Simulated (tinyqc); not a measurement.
# Threshold of a short bulk MOSFET: charge sharing, barrier lowering, narrow width: effects of single changes

n-channel device on a p-type body, depletion approximation, full ionisation. Uniform doping N = Na. Vbi from Boltzmann statistics is rough for the degenerate source. Cox = eps0 eox/tox.

Inputs (values chosen for the exercise); band and dielectric values close to those of silicon: temperature T = 300 K; band gap Eg = 1.12 eV; relative permittivity eps_r = 11.5; conduction-band density of states at T Nc = 2.85e19 cm^-3; valence-band density of states at T Nv = 2.61e19 cm^-3; relative permittivity of the gate insulator (close to silicon dioxide) eox = 3.9; insulator thickness tox = 1.4 nm; channel doping Na = 5.5e16 cm^-3; source and drain doping Nsd = 1e20 cm^-3; flat-band voltage for the doping Na Vfb = -0.9 V; junction depth xj = 100 nm; body-source voltage Vbs = 0 V; drain-source voltage Vds = 1.2 V; gate width W = 540 nm; shape factor of the fringing depletion at the width edges xw = 1.5708; channel length L = 300 nm.

Constants: q = 1.602176634e-19 C, kB = 1.380649e-23 J/K, Vt = kB T/q, eps0 = 8.8541878128e-14 F/cm where lengths are in cm. Results are converted to the units shown.

Each table varies one quantity; the others keep the values above.

## Threshold roll-off against channel length

ni = sqrt(Nc Nv) exp(-Eg/(2 Vt)), Eg in volts; 2 pB = 2 Vt ln(N/ni); flat band Vfb - Vt ln(N/Na); Wd = sqrt(2 eps0 eps_r (2 pB - Vbs)/(q N)); body term q N Wd/Cox; long-channel VT0 = flat band + 2 pB + body term; Vbi = Vt ln(N Nsd/ni^2); scale length l = sqrt((eps_r/eox) tox Wd). Charge sharing (trapezoid; it ignores Vds): F = (xj/L)(sqrt(1 + 2 Wd/xj) - 1), lowering = body term times F. Barrier lowering: th = exp(-L/(2 l)) + 2 exp(-L/l), lowering = th [2 (Vbi - 2 pB) + Vds], DIBL = th. Narrow width: rise = body term times xw Wd/W. VT by each model = VT0 - lowering + rise. DIBL under 0.001 mV/V is printed as 0.

The same in every row: N (cm^-3) = 5.5000e16; VT0 (V) = -0.052342.

Threshold roll-off against channel length:
```
L (nm)     L/l         F  DIBL (mV/V)  VT, charge sharing (V)  VT, barrier lowering (V)
160     6.7552   0.58012       36.459               -0.061315                 -0.091050
230     9.7106   0.40356       7.9084               -0.052743                 -0.045709
330     13.933   0.28127      0.94493               -0.046806                 -0.034651
470     19.843   0.19749     0.049104               -0.042738                 -0.033228
680     28.710   0.13650            0               -0.039777                 -0.033151
980     41.376  0.094713            0               -0.037749                 -0.033150
1400    59.108  0.066299            0               -0.036369                 -0.033150
```

Read the table: what changes, and by how much?

VT by barrier lowering rises from -0.0910 to -0.0332 V and VT by charge sharing rises from -0.0613 to -0.0364 V. For L = 160 F exceeds 0.5: the shares of source and drain overlap, and the trapezoid formula no longer holds.

## Effect of the channel doping

Same model as above.

Vfb is held fixed.

Effect of the channel doping:
```
Na (cm^-3)  N (cm^-3)    VT0 (V)     L/l        F  DIBL (mV/V)  VT, charge sharing (V)  VT, barrier lowering (V)
3.2e16      3.2000e16  -0.092517  11.161  0.37379       3.7989               -0.087596                 -0.080137
5.3e16      5.3000e16  -0.055206  12.557  0.31349       1.8835               -0.050982                 -0.039054
9.1e16      9.1000e16  -0.011399  14.250  0.25800      0.80586              -0.0079547                 0.0071592
1.5e17      1.5000e17   0.033722  16.023  0.21422      0.33186                0.036435                  0.053650
2.6e17      2.6000e17   0.090159  18.234  0.17344      0.10978                0.092074                   0.11111
4.4e17      4.4000e17    0.15289  20.640  0.14084     0.032973                 0.15406                   0.17462
```

Read the table: what changes, and by how much?

As Na goes from 3.2e16 to 4.4e17, VT0 rises from -0.0925 to 0.153 V, DIBL falls from 3.80 to 0.0330 mV/V, F falls from 0.374 to 0.141 and VT by barrier lowering rises from -0.0801 to 0.175 V.

Numbers from tinyqc (`OMP_NUM_THREADS=1 python tinyqc.py 2002020 2002021 out.jsonl`; about 0.01 s on one thread of a shared Intel Xeon 2.30GHz).
